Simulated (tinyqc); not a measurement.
Worked calculation: CCD on RHF in the sto-3g basis, frozen core, for BeH2, spin multiplicity 1. One step of it, computed by the program tinyqc.

Task: Integrals over molecular orbitals. (pq|rs) = sum C_ip C_jq C_kr C_ls (ij|kl), one index at a time.

coefficients C:
```
               MO1        MO2        MO3       MO4        MO5        MO6        MO7
1Be 1s    0.991776  -0.218939   0.000000  0.000000   0.000000  -0.224650   0.000000
1Be 2s    0.031722   0.575090   0.000000  0.000000   0.000000   1.163314   0.000000
1Be 2px   0.000000   0.000000   0.000000  0.002940   0.999996   0.000000   0.000000
1Be 2py   0.000000   0.000000   0.500261  0.000000   0.000000   0.000000   1.359280
1Be 2pz   0.000000   0.000000   0.000000  0.999996  -0.002940   0.000000   0.000000
2H 1s    -0.003375   0.393115   0.413160  0.000000   0.000000  -0.785094  -0.952144
3H 1s    -0.003375   0.393115  -0.413160  0.000000   0.000000  -0.785094   0.952144
```

core Hamiltonian H = T + V (hartree):
```
            1Be 1s     1Be 2s    1Be 2px    1Be 2py    1Be 2pz      2H 1s      3H 1s
1Be 1s   -8.616660  -2.126777   0.000000   0.000000   0.000000  -0.492080  -0.492080
1Be 2s   -2.126777  -2.811857   0.000000   0.000000   0.000000  -1.184982  -1.184982
1Be 2px   0.000000   0.000000  -2.271789   0.000000   0.000000   0.000000   0.000000
1Be 2py   0.000000   0.000000   0.000000  -2.488622   0.000000  -1.251518   1.251518
1Be 2pz   0.000000   0.000000   0.000000   0.000000  -2.271789   0.000000   0.000000
2H 1s    -0.492080  -1.184982   0.000000  -1.251518   0.000000  -2.144238  -0.097398
3H 1s    -0.492080  -1.184982   0.000000   1.251518   0.000000  -0.097398  -2.144238
```

Two-electron integrals (ij|kl) in chemists' order, unique and non-zero (hartree):
```
(11|11) 2.298831    (21|11) 0.392036    (21|21) 0.079539    (22|11) 0.570988
(22|21) 0.143041    (22|22) 0.417683    (31|31) 0.014607    (32|31) 0.021888
(32|32) 0.092265    (33|11) 0.569578    (33|21) 0.143083    (33|22) 0.417589
(33|33) 0.449859    (41|41) 0.014607    (42|41) 0.021888    (42|42) 0.092265
(43|43) 0.024249    (44|11) 0.569578    (44|21) 0.143083    (44|22) 0.417589
(44|33) 0.401360    (44|44) 0.449859    (51|51) 0.014607    (52|51) 0.021888
(52|52) 0.092265    (53|53) 0.024249    (54|54) 0.024249    (55|11) 0.569578
(55|21) 0.143083    (55|22) 0.417589    (55|33) 0.401360    (55|44) 0.401360
(55|55) 0.449859    (61|11) 0.088544    (61|21) 0.017953    (61|22) 0.032543
(61|33) 0.032309    (61|41) 0.001599    (61|42) 0.003004    (61|44) 0.033029
(61|55) 0.032309    (61|61) 0.004253    (62|11) 0.206294    (62|21) 0.052390
(62|22) 0.165582    (62|33) 0.159408    (62|41) 0.006877    (62|42) 0.041412
(62|44) 0.177783    (62|55) 0.159408    (62|61) 0.013077    (62|62) 0.096056
(63|31) 0.004919    (63|32) 0.022746    (63|43) 0.007257    (63|63) 0.009081
(64|11) 0.218318    (64|21) 0.056141    (64|22) 0.186146    (64|33) 0.175116
(64|41) 0.011216    (64|42) 0.064594    (64|44) 0.208018    (64|55) 0.175116
(64|61) 0.014679    (64|62) 0.123072    (64|64) 0.163231    (65|51) 0.004919
(65|52) 0.022746    (65|54) 0.007257    (65|65) 0.009081    (66|11) 0.372153
(66|21) 0.096243    (66|22) 0.340136    (66|33) 0.315427    (66|41) 0.015153
(66|42) 0.116591    (66|44) 0.389288    (66|55) 0.315427    (66|61) 0.024714
(66|62) 0.248368    (66|64) 0.338471    (66|66) 0.774606    (71|11) 0.088544
(71|21) 0.017953    (71|22) 0.032543    (71|33) 0.032309    (71|41) -0.001599
(71|42) -0.003004   (71|44) 0.033029    (71|55) 0.032309    (71|61) 0.003879
(71|62) 0.011030    (71|64) 0.011369    (71|66) 0.019981    (71|71) 0.004253
(72|11) 0.206294    (72|21) 0.052390    (72|22) 0.165582    (72|33) 0.159408
(72|41) -0.006877   (72|42) -0.041412   (72|44) 0.177783    (72|55) 0.159408
(72|61) 0.011030    (72|62) 0.050792    (72|64) 0.051880    (72|66) 0.097183
(72|71) 0.013077    (72|72) 0.096056    (73|31) 0.004919    (73|32) 0.022746
(73|43) -0.007257   (73|63) 0.003846    (73|73) 0.009081    (74|11) -0.218318
(74|21) -0.056141   (74|22) -0.186146   (74|33) -0.175116   (74|41) 0.011216
(74|42) 0.064594    (74|44) -0.208018   (74|55) -0.175116   (74|61) -0.011369
(74|62) -0.051880   (74|64) -0.050875   (74|66) -0.097852   (74|71) -0.014679
(74|72) -0.123072   (74|74) 0.163231    (75|51) 0.004919    (75|52) 0.022746
(75|54) -0.007257   (75|65) 0.003846    (75|75) 0.009081    (76|11) 0.016514
(76|21) 0.004084    (76|22) 0.011521    (76|33) 0.011343    (76|44) 0.011872
(76|55) 0.011343    (76|61) 0.000933    (76|62) 0.004689    (76|64) 0.005355
(76|66) 0.009896    (76|71) 0.000933    (76|72) 0.004689    (76|74) -0.005355
(76|76) 0.000323    (77|11) 0.372153    (77|21) 0.096243    (77|22) 0.340136
(77|33) 0.315427    (77|41) -0.015153   (77|42) -0.116591   (77|44) 0.389288
(77|55) 0.315427    (77|61) 0.019981    (77|62) 0.097183    (77|64) 0.097852
(77|66) 0.187363    (77|71) 0.024714    (77|72) 0.248368    (77|74) -0.338471
(77|76) 0.009896    (77|77) 0.774606
```

Give: one-electron integrals over orbitals h = C^T H C; Two-electron integrals over orbitals.

Result:

one-electron integrals over orbitals h = C^T H C (hartree):
```
         1        2        3        4        5        6        7
1  -8.6051   0.2180   0.0000   0.0000   0.0000   0.1994   0.0000
2   0.2180  -2.4024   0.0000   0.0000   0.0000  -0.2009   0.0000
3   0.0000   0.0000  -2.3563   0.0000   0.0000   0.0000  -0.2953
4   0.0000   0.0000   0.0000  -2.2718   0.0000   0.0000   0.0000
5   0.0000   0.0000   0.0000   0.0000  -2.2718   0.0000   0.0000
6   0.1994  -0.2009   0.0000   0.0000   0.0000  -1.9100   0.0000
7   0.0000   0.0000  -0.2953   0.0000   0.0000   0.0000  -1.8303
```

Two-electron integrals over orbitals (pq|rs), unique and non-zero (hartree); the lowest 1 orbital is frozen and left out:
```
(22|22) 0.3896    (32|32) 0.1626    (33|22) 0.4026    (33|33) 0.4258
(42|42) 0.0486    (43|43) 0.0139    (44|22) 0.3634    (44|33) 0.3490
(44|44) 0.4499    (52|52) 0.0486    (53|53) 0.0139    (54|54) 0.0242
(55|22) 0.3634    (55|33) 0.3490    (55|44) 0.4014    (55|55) 0.4499
(62|22) -0.0208   (62|33) -0.0448   (62|44) 0.0580    (62|55) 0.0580
(62|62) 0.0796    (63|32) -0.0934   (63|63) 0.0844    (64|42) 0.0471
(64|64) 0.0505    (65|52) 0.0471    (65|65) 0.0505    (66|22) 0.3895
(66|33) 0.4006    (66|44) 0.3623    (66|55) 0.3623    (66|62) -0.0319
(66|66) 0.4052    (72|32) -0.0423   (72|63) 0.0616    (72|72) 0.0568
(73|22) -0.0031   (73|33) -0.0192   (73|44) 0.0635    (73|55) 0.0635
(73|62) 0.0750    (73|66) -0.0237   (73|73) 0.0841    (74|43) 0.0136
(74|74) 0.0167    (75|53) 0.0136    (75|75) 0.0167    (76|32) 0.1418
(76|63) -0.0937   (76|72) -0.0526   (76|76) 0.1392    (77|22) 0.4180
(77|33) 0.4360    (77|44) 0.3864    (77|55) 0.3864    (77|62) -0.0298
(77|66) 0.4269    (77|73) -0.0052   (77|77) 0.4763
```
